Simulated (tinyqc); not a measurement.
Do the excited 1s states matter for ionisation? Model: valley-orbit splitting of a donor ground state, with strain. Computed by tinyqc, a small Python program. Command: `OMP_NUM_THREADS=1 python tinyqc.py 3031409 3031410 out.jsonl valleyorbit walk`. One thread of a shared host (Intel(R) Xeon(R) Processor @ 2.30GHz), about 0.01 s of CPU time with the checks.

The basis is the 1s envelope in each valley; energies are counted from the unstrained conduction-band edge. The strain is e_s (a a^T - 1/3) for the unit stress axis a, so valley j along n_j moves by Xi_u e_s w_j with w_j = (n_j.a)^2 - 1/3: +2/3 for [111], -2/9 for the others.

Inputs (values chosen for the exercise, for a model many-valley semiconductor):

| quantity | value | unit |
|---|---|---|
| single-valley binding energy E_0 | 12.3 | meV |
| central-cell shift Lambda | 0.27 | meV |
| coupling Delta_1 | 1.1 | meV |
| shear deformation potential Xi_u | 17.1 | eV |
| donor density N_D | 7.9e+14 | cm^-3 |
| density-of-states mass of one valley m_e | 0.223 | m_0 |

Valleys: four along <111>. Stress axis: [111].

Constants: k_B = 8.617333262e-05 eV/K; m_0 = 9.1093837015e-31 kg; k_B = 1.380649e-23 J/K; h = 6.62607015e-34 J s.

Method:
- By symmetry: E(A1) = E_0 + Lambda + 3 Delta_1 (one state), E(T2) = E_0 + Lambda - Delta_1 (three), as binding energies.
- H_jj = -(E_0 + Lambda) + Xi_u e_s w_j; H_jk = -Delta_1 between any two valleys.
- z = sum over levels of exp(-(E - E_ground)/k_B T), the ground-state share being 1/z; N_c = 2 (2 pi m_e k_B T/h^2)^(3/2) sum_j exp(-(shift_j - lowest shift)/k_B T); n1 = N_c/(2 z) exp(-binding/k_B T), binding = lowest shift - E_ground; without compensation n = 2 N_D/(1 + sqrt(1 + 4 N_D/n1)) (Boltzmann statistics; p and higher states left out).
- No strain here. The last two columns set z = 1, with the A1 depth, or use one level at E_0 with z equal to the number of valleys.

E(A1) = 15.87 meV

Ionised share:

| T (K) | z | all 1s states | ground state alone | no splitting |
|---|---|---|---|---|
| 9.2 | 1.0117 | 2.6812e-04 | 2.6968e-04 | 1.2806e-03 |
| 15.0 | 1.0997 | 1.7636e-02 | 1.8486e-02 | 3.6437e-02 |
| 23.0 | 1.3258 | 1.7189e-01 | 1.9512e-01 | 2.3421e-01 |
| 33.0 | 1.6385 | 5.1947e-01 | 6.0379e-01 | 5.8134e-01 |
| 46.0 | 1.9887 | 8.1834e-01 | 8.9157e-01 | 8.4260e-01 |
| 74.0 | 2.5047 | 9.6567e-01 | 9.8572e-01 | 9.6850e-01 |
| 120.0 | 2.9603 | 9.9201e-01 | 9.9727e-01 | 9.9235e-01 |

z grows from 1.012 to 2.96 of at most 4. Leaving out the excited states overstates the ionised share by up to 16.2 % (at 33.0 K); ignoring the splitting misses by a factor 4.78 at the lowest T and 1.00 at the highest.

Extremes, crossings and ranges named in words are read from the listed rows.
